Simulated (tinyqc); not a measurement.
Worked calculation: harmonic frequencies on the UHF/sto-3g surface (energies and gradients from PySCF), for H2+, spin multiplicity 2. One step of it, computed by the program tinyqc.

Task: One row of the Hessian: 1Hz. Displace 1Hz by +/-0.002 bohr; H(k, :) = (g(+) - g(-)) / (2 delta).

optimised positions (bohr), order 1H, 2H:
```
[[0.000000, 0.000000, -0.368099],
 [0.000000, 0.000000, 1.636106]]
```

gradient at +delta (hartree/bohr), order 1H, 2H:
```
[[0.00000000, 0.00000000, 0.00028915],
 [0.00000000, 0.00000000, -0.00028915]]
```

gradient at -delta (hartree/bohr), order 1H, 2H:
```
[[0.00000000, 0.00000000, -0.00028547],
 [0.00000000, 0.00000000, 0.00028547]]
```

Give: row of the Hessian.

Result:

row of the Hessian (hartree/bohr^2): [0.000000, 0.000000, 0.143657, 0.000000, 0.000000, -0.143657]
